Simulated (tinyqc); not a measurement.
Resistance of a tapered via with liner, size effect and interface: two steps of the calculation.

A round via whose diameter grows from db at the bottom as D(z) = db + 2 z/tan(ang). The fill, of diameter D - 2 tl, starts above the bottom liner (thickness fb tl) and has rho = rho0 (1 + ks lam/(D - 2 tl)); the sidewall liner conducts in parallel with it. The bottom liner and the interface are crossed over the full area pi db^2/4. Spreading in the lines above and below is left out.

Parameters, values chosen for the exercise; fill metal close to copper:
```
symbol,value,unit,meaning
db,9,nm,diameter at the bottom
hv,23,nm,height
ang,87,degrees,sidewall angle
rho0,1.65,uohm cm,bulk resistivity of the fill
lam,40.8,nm,mean free path of the fill
ks,1.3,,size-effect factor
tl,1.5,nm,liner on the sidewall
fb,1,,liner at the bottom over that on the sidewall
rl,450,uohm cm,resistivity of the liner
ri,3.1e-12,ohm cm^2,interface resistivity at the bottom
Sb,1.1e15,S/m^2,"ballistic conductance per area, about 3/(4 rho0 lam)"
```

Task 1. Slices of the via. Slices between z0 = fb tl and hv, evaluated at their midpoints: conductance per length pi/4 [(D - 2 tl)^2/rho + (D^2 - (D - 2 tl)^2)/rl], slice resistance = slice height over that. 9 slices.

Give: z; D; rho; slice resistance.

Result 1.

| slice | z (nm) | D (nm) | rho (uohm cm) | slice resistance (ohm) |
|---|---|---|---|---|
| 0 | 2.6944 | 9.2824 | 15.580 | 11.534 |
| 1 | 5.0833 | 9.5328 | 15.046 | 10.333 |
| 2 | 7.4722 | 9.7832 | 14.552 | 9.2949 |
| 3 | 9.8611 | 10.034 | 14.093 | 8.3924 |
| 4 | 12.250 | 10.284 | 13.665 | 7.6044 |
| 5 | 14.639 | 10.534 | 13.266 | 6.9132 |
| 6 | 17.028 | 10.785 | 12.892 | 6.3044 |
| 7 | 19.417 | 11.035 | 12.542 | 5.7660 |
| 8 | 21.806 | 11.286 | 12.212 | 5.2881 |

Task 2. Total resistance. R_fill = sum of the slices; R_bottom = rl fb tl/(pi db^2/4); R_interface = ri/(pi db^2/4); ballistic (Sharvin) limit 1/(Sb pi (db - 2 tl)^2/4); ideal cylinder rho0 hv/(pi db^2/4).

| slice | slice resistance (ohm) |
|---|---|
| 0 | 11.534357 |
| 1 | 10.333333 |
| 2 | 9.2948907 |
| 3 | 8.3924354 |
| 4 | 7.6044071 |
| 5 | 6.9132094 |
| 6 | 6.3043882 |
| 7 | 5.7659987 |
| 8 | 5.2881131 |

Wanted: parts; R; shares; ballistic limit; ideal cylinder.

Result 2.

parts (ohm): fill 71.431, bottom liner 106.10, interface 4.8729
R = 182.41 ohm
shares (%): fill 39.160, bottom liner 58.168, interface 2.671
ballistic limit = 32.153 ohm
ideal cylinder = 5.9654 ohm

The bottom liner is the largest part, and R is 30.6 times the ideal cylinder. With 2000 slices R = 182.45 ohm.

Program tinyqc, `OMP_NUM_THREADS=1 python tinyqc.py 2750041 2750042 out.jsonl`; Intel Xeon 2.30GHz, shared host, one thread, about 0.01 s.
